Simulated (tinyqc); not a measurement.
# Threshold-voltage variability of a planar MOSFET, analytic estimates: a gate of 2 grains

Three independent sources add in quadrature: random dopants in the depleted layer, metal-gate grains of two orientations, and roughness of the two gate edges acting through the roll-off VT = VT(long) - Vr exp(-L/l). These are first-order estimates: no three-dimensional electrostatics, no percolation.

Each of 2 equal grains has the higher work function with probability p; the threshold shift is dW (j/2 - p) for j such grains, and the off current changes by exp(-shift/(n Vt)).

Inputs (values chosen for the exercise); material values close to those of silicon: temperature T = 300 K; work-function difference of the two grain orientations dW = 0.3 eV; share of the orientation of higher work function p = 0.5; subthreshold factor n = 1.47.

Constants: q = 1.602176634e-19 C, kB = 1.380649e-23 J/K, Vt = kB T/q. Results are converted to the units shown.

Distribution:

| j | probability | shift (mV) | Ioff factor | probability x factor |
|---|---|---|---|---|
| 0 | 0.2500 | -150.0 | 51.79 | 12.95 |
| 1 | 0.5000 | 0.0 | 1.000 | 0.5000 |
| 2 | 0.2500 | 150.0 | 0.01931 | 0.004828 |

The standard deviation is dW sqrt(p (1 - p)/2) = 106 mV. The mean off current is 13.5 times the nominal one; the log-normal formula exp(s^2/(2 (n Vt)^2)) gives 49.2. Devices with j = 0, 25 % of all, carry 96 % of the mean leakage.

Computed by the program tinyqc: `OMP_NUM_THREADS=1 python tinyqc.py 2090041 2090042 out.jsonl`, one thread of a shared Intel Xeon 2.30GHz, about 0.01 s for the whole run.
